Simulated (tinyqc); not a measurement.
Frequency dispersion of an accumulation capacitance by border traps, distributed model: one step of the calculation.

Traps spread evenly through the insulator exchange electrons with the semiconductor by tunnelling, with tau(x) = t0 exp(2 ka x) at depth x from the interface. The admittance per area Y seen at depth x obeys dY/dx = -Y^2/(i w eps0 eox) + q Nb ln(1 + i w tau)/tau, with Y(0) = i w Cs and w = 2 pi f; the gate sees Y(tox) = G + i w C. Working variable y = Y/(i w), in uF/cm^2. Cox = eps0 eox/tox.

Question. Midpoint steps through the active depth. In terms of y: dy/dx = -y^2/(eps0 eox) + s(x), s = q Nb ln(1 + z)/z, z = i w tau. 11 midpoint steps of h = xe/11: y_half = y + (h/2) y'(x, y), y(new) = y + h y'(x + h/2, y_half).

Parameters, values chosen for the exercise; permittivity close to that of aluminium oxide:
```
symbol   value         unit                                               meaning
eox       8.13                             relative permittivity of the insulator
Cs         1.4      uF/cm^2             semiconductor capacitance in accumulation
Nb      2.4e19  cm^-3 eV^-1                               density of border traps
ka         6.5         1/nm  decay constant of the wave function in the insulator
t0        9e-9            s              time constant of a trap at the interface
f         1000           Hz                                             frequency
xe         1.1           nm               depth down to which the steps are taken
```

Constants: q = 1.602176634e-19 C, eps0 = 8.8541878128e-14 F/cm where lengths are in cm. Results are converted to the units shown.

Give: x; s; y.

Answer.

| point | x (nm) | s (uF/(cm^2 nm)) | y (uF/cm^2) |
|---|---|---|---|
| 0 | 0 | 0.3845+0.0000i | 1.400+0.000i |
| 1 | 0.1000 | 0.3845+0.0000i | 1.411+0.000i |
| 2 | 0.2000 | 0.3845-0.0001i | 1.422+0.000i |
| 3 | 0.3000 | 0.3845-0.0005i | 1.432+0.000i |
| 4 | 0.4000 | 0.3845-0.0020i | 1.442+0.000i |
| 5 | 0.5000 | 0.3843-0.0072i | 1.451-0.001i |
| 6 | 0.6000 | 0.3821-0.0263i | 1.460-0.002i |
| 7 | 0.7000 | 0.3559-0.0867i | 1.468-0.007i |
| 8 | 0.8000 | 0.2229-0.1545i | 1.468-0.019i |
| 9 | 0.9000 | 0.0804-0.1089i | 1.452-0.032i |
| 10 | 1.000 | 0.0235-0.0495i | 1.428-0.038i |
| 11 | 1.100 | 0.0065-0.0189i | 1.401-0.040i |

Numbers from tinyqc (`OMP_NUM_THREADS=1 python tinyqc.py 2202115 2202116 out.jsonl`; about 0.3 s on one thread of a shared Intel Xeon 2.30GHz).
